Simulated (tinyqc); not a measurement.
Random telegraph noise from one oxide trap in a small MOSFET: one step of the calculation.

An acceptor-like trap exchanges electrons with the channel. Inversion charge Q = Cox u, u = n Vt W0(exp((Vg - VT)/(n Vt))), W0 the Lambert function, n = nf, Cox = eps0 eox/tox; linear regime Id = (W/L) mu Q Vd. Relative to threshold the surface potential rises by Vt ln(u/u0) and the oxide voltage by the rest of Vg - VT, with u0 = n Vt W0(1).

Problem. Step height. A = W L; threshold step dV = q (1 - xt/tox)/(Cox A); gm/Id = 1/(u + n Vt); relative step dI/I = (gm/Id) dV + asc mu/A. Id as defined.

Parameters, values chosen for the exercise; values of the order met in silicon transistors:
```
symbol    value        unit                                                                 meaning
T           300           K                                                             temperature
eox         3.9              relative permittivity of the gate insulator (close to silicon dioxide)
tox           2          nm                                                     insulator thickness
xt         0.68          nm                            depth of the trap from the channel interface
nf         1.38                                                                         body factor
W            42          nm                                                              gate width
L            73          nm                                                             gate length
mu          110  cm^2/(V s)                                                                mobility
asc     1.5e-16         V s                              scattering coefficient of the charged trap
Vd         0.05           V                                                           drain voltage
```

Constants: q = 1.602176634e-19 C, kB = 1.380649e-23 J/K, Vt = kB T/q, eps0 = 8.8541878128e-14 F/cm where lengths are in cm. Results are converted to the units shown.

u = 0.74174089 V
N = 7.9932826e12 cm^-2

Wanted: electrons in the channel N A; dV; gm/Id; number part of dI/I; dI/I; Id; dI.

Solution.

electrons in the channel N A = 245.07
dV = 1.9976 mV
gm/Id = 1.2863 1/V
number part of dI/I = 0.25695 %
dI/I = 0.31076 %
Id = 4.0525 uA
dI = 12.594 nA

Range of the model: VT is taken as given; short-channel effects and the uneven flow of current among few electrons are left out.

Computed by the program tinyqc: `OMP_NUM_THREADS=1 python tinyqc.py 2710075 2710076 out.jsonl`, one thread of a shared Intel Xeon 2.30GHz, about 0.01 s for the whole run.
